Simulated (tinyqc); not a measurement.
A coarse mesh hides or distorts the instability: Peierls distortion of a half-filled chain.

Atoms move by +/- u, so bonds change by -/+ 2u and hoppings are t +/- 2 al u. Bands E = -/+ sqrt((2 t cos x)^2 + D^2 sin^2 x) with D = 4 al u, x = k a in (0, pi/2); the gap is 2D. Energy per atom at zero temperature: E(u) = -mean_x sqrt(...) + 2 K u^2; exactly, the mean is (4t/pi) E(1 - z^2), z = D/2t, E the complete elliptic integral of the second kind with parameter m. Coupling lambda = 2 al^2/(pi t K).

Parameters, chosen for this exercise: t = 2.11 eV (hopping of the even chain); al = 5.4 eV/angstrom (change of hopping with bond length); K = 27.6 eV/angstrom^2 (spring constant of a bond).

u0 from the gap equation K = 4 al^2 mean(sin^2 x/|E|) on the mesh x_j = (j + 1/2) pi/(2N); 0 where it has no root.

Results:

| N | u0 (angstrom) | gap (eV) | smallest \|E\| at u = 0 (eV) |
|---|---|---|---|
| 1 | 0.0000 | 0.000 | 2.984 |
| 2 | 0.0555 | 2.396 | 1.615 |
| 3 | 0.0652 | 2.819 | 1.092 |
| 4 | 0.0666 | 2.877 | 0.823 |
| 6 | 0.0669 | 2.890 | 0.551 |
| 8 | 0.0669 | 2.891 | 0.414 |
| 12 | 0.0669 | 2.891 | 0.276 |
| 20 | 0.0669 | 2.891 | 0.166 |
| 40 | 0.0669 | 2.891 | 0.083 |
| 4000 | 0.0669 | 2.891 | 0.001 |

For N = 1 no distortion is found: the mesh leaves its own gap at u = 0, which cuts off the logarithm. u0 is within 1 % of the last row from N = 4 on; the mesh must resolve D = 1.445 eV, and the coherence length xi/a = 2t/D is 2.9.

tinyqc: `OMP_NUM_THREADS=1 python tinyqc.py 1650588 1650589 out.jsonl`; about 0.07 s, one thread, shared Intel(R) Xeon(R) Processor @ 2.30GHz.
